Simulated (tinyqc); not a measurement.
## Memristor with linear dopant drift: one period

A film of thickness D has a doped share x: R = Ron x + Roff (1 - x), i = v/R, dx/dt = k i F with k = mv Ron/D^2 and F = 1 (no window). The drive is v = V0 sin(2 pi f t). The model has no threshold and no heating.

Step h = 1/(16 f), from t = j h. With g(t, x) = dx/dt: k1 = g(t, x), k2 = g(t + h/2, x + h k1/2), k3 = g(t + h/2, x + h k2/2), k4 = g(t + h, x + h k3), x(new) = x + h (k1 + 2 k2 + 2 k3 + k4)/6.

The 16 Runge-Kutta steps against a converged integration; i uses the converged x.

Values chosen for this exercise: resistance of the fully doped film Ron = 50 ohm; resistance of the undoped film Roff = 16000 ohm; film thickness D = 8 nm; dopant mobility mv = 1.2e-14 m^2/(V s); doped share at t = 0 x0 = 0.39; amplitude V0 = 1.4 V; frequency f = 2.6 Hz.

One period:
```
j    v (V)  x, coarse steps  x, converged  i (uA)
0    0.000           0.3900        0.3900     0.0
1    0.536           0.3963        0.3963    55.4
2    0.990           0.4146        0.4146   105.4
3    1.293           0.4430        0.4430   144.8
4    1.400           0.4785        0.4785   167.3
5    1.293           0.5167        0.5167   166.7
6    0.990           0.5515        0.5515   137.4
7    0.536           0.5764        0.5764    78.7
8    0.000           0.5855        0.5855     0.0
9   -0.536           0.5764        0.5764   -78.7
10  -0.990           0.5515        0.5515  -137.4
11  -1.293           0.5167        0.5167  -166.7
12  -1.400           0.4785        0.4785  -167.3
13  -1.293           0.4430        0.4430  -144.8
14  -0.990           0.4146        0.4146  -105.4
15  -0.536           0.3963        0.3963   -55.4
16   0.000           0.3900        0.3900     0.0
```

What does the table show?

The current vanishes with the voltage (pinched loop). At the same voltage, j = 2 and 6, it is 105 uA on the way up and 137 uA on the way down. x peaks at 0.5855 at half period and ends at 0.3900, its starting value: the state is a function of the flux alone. The coarse steps miss by at most 3.1e-6.

tinyqc, about 0.2 s, one thread, Intel Xeon 2.30GHz (shared host): `OMP_NUM_THREADS=1 python tinyqc.py 2880126 2880127 out.jsonl`
